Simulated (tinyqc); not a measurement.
Comparisons within one model: donor level screened by free carriers (Yukawa potential). A value that a table varies takes the place of the one given here.

Potential -(q/(eps r)) exp(-ks r), q = e^2/(4 pi eps0). In units Ry* = Ry m/eps^2 and a* = a0 eps/m the problem is [-Laplacian - 2 exp(-x r)/r] psi = E psi with x = ks a*.

Converged values use 18 functions exp(-z r), z = 1.55^i, i = -11 to 6: S = 2/A^3, H = z_i z_j S - 2/(A + x)^2, A = z_i + z_j.

Screening wave number: Debye ks^2 = 4 pi q n/(eps kB T); Thomas-Fermi ks^2 = 6 pi q n/(eps EF) with EF = c (3 pi^2 n/gv)^(2/3)/m, c = hbar^2/2m0; the two are joined by 1/ks^2 = sqrt(1/ks_D^4 + 1/ks_TF^4). 1e18/cm^3 = 1e-6/angstrom^3, q = e^2/(4 pi eps0).

Constants: e^2/(4 pi eps0) = 14.39964547 eV angstrom; kB = 8.617333262e-05 eV/K; hbar^2/2m0 = 3.80998211 eV angstrom^2; Ry = 13.60569312 eV; a0 (Bohr radius) = 0.5291772105 angstrom.

Values chosen for the exercise (near those of a donor in Si, with one mean mass; not measured data):
```
symbol  value                                      unit         meaning
xs      (0.03, 0.18, 0.36, 0.56, 0.72, 0.9, 1.09)               values of x
m       0.303                                      m0           mass
eps     11.5                                                    dielectric constant
gv      6                                                       valleys
T       300                                        K            temperature
nl      (0.033, 0.11, 0.33, 1.1, 3.3, 11, 33)      x 1e18/cm^3  densities
n       1.1                                        x 1e18/cm^3  free-carrier density
```

## Towards the loss of the bound state

First order (-1 + 2x), one-parameter (minimum of z^2 - 8 z^3/(2z + x)^2) and converged 1s energies in Ry*, and the mean radius in a*; a dash marks an unbound result.

Results:
```
x     first order  trial function  converged   <r>
0.03      -0.9400         -0.9413    -0.9413  1.50
0.18      -0.6400         -0.6837    -0.6839  1.54
0.36      -0.2800         -0.4408    -0.4419  1.65
0.56            -         -0.2394    -0.2440  1.90
0.72            -         -0.1223    -0.1317  2.26
0.90            -         -0.0319    -0.0486  3.15
1.09            -               -    -0.0056  7.54
```

How do the results move?

First order loses the state at x = 0.5, the trial function reaches zero energy at x = 1.00, and the exact limit is 1.19. The radius starts at 1.5 a*, grows slowly at first (1.65 at x = 0.36), then steadily, and swells towards the end (7.5 at 1.09), where a single exponential fails: the binding vanishes as the square of the distance from 1.19.

## Binding against carrier density

Ry* = 31.1722 meV
a* = 20.084 angstrom

x from the joined ks; converged 1s binding (dash: x above 1.17, at or past the limit 1.19 where the state unbinds).

Results:
```
n (1e18/cm^3)  EF/kB T  1/ks (angstrom)      x  binding (meV)  n^(1/3) a*
0.033             0.01            223.1  0.090          25.92       0.064
0.11              0.03            122.2  0.164          22.08       0.096
0.33              0.07             70.6  0.284          16.69       0.139
1.1               0.15             38.7  0.518           8.72       0.207
3.3               0.31             22.6  0.891           1.62       0.299
11                0.70             12.8  1.565              -       0.447
33                1.45              8.3  2.413              -       0.644
```

How do the results move?

The binding falls from 25.9 to 1.6 meV (bare value 31.2); it passes half the bare value between 0.33 and 1.1 x 1e18/cm^3. The level is unbound, or bound by less than 0.001 Ry*, from 11 x 1e18/cm^3 on; as the density rises, it is lost by the time n^(1/3) a* reaches 0.45. x grows with exponent 0.50 in n at the start and 0.39 at the end (1/2 for Debye, 1/6 for Thomas-Fermi screening). The level survives to n^(1/3) a* = 0.30, past the 0.26 of the Mott rule, which corresponds to x = 1 for one valley with degenerate screening; here the level lasts until x = 1.19, the screening is at most the degenerate value, and overlap of donors is left out.

## What each parameter does

Ry* = Ry m/eps^2, a* = a0 eps/m, x = ks a* with the joined ks; converged binding. Each row changes one parameter from the base and keeps the others.

Results:
```
case                  1/ks (angstrom)      x  binding in Ry*  binding (meV)
base                             38.7  0.518           0.280           8.72
n = 0.55 x 1e18/cm^3             54.7  0.367           0.434          13.52
T = 270 K                        36.8  0.546           0.256           7.97
m = 0.339 m0                     38.7  0.464           0.331          11.54
eps = 10.6                       37.2  0.498           0.298          10.95
gv = 7                           38.7  0.519           0.279           8.71
```

What can be read from the table?

The largest shifts from the base row, up to three for each result and ties (the steps differ in size, so this ranks the rows, not the parameters). 1/ks (angstrom): n +16.0, T -2.0, eps -1.5; unchanged at the printed digits by m and gv. x: n -0.151, m -0.055, T +0.028. binding in Ry*: n +0.154, m +0.051, T -0.024. binding (meV): n +4.80, m +2.82, eps +2.23.

Program tinyqc; command `OMP_NUM_THREADS=1 python tinyqc.py 1281569 1281570 out.jsonl`; about 0.01 s on one thread of a shared Intel(R) Xeon(R) Processor @ 2.30GHz.
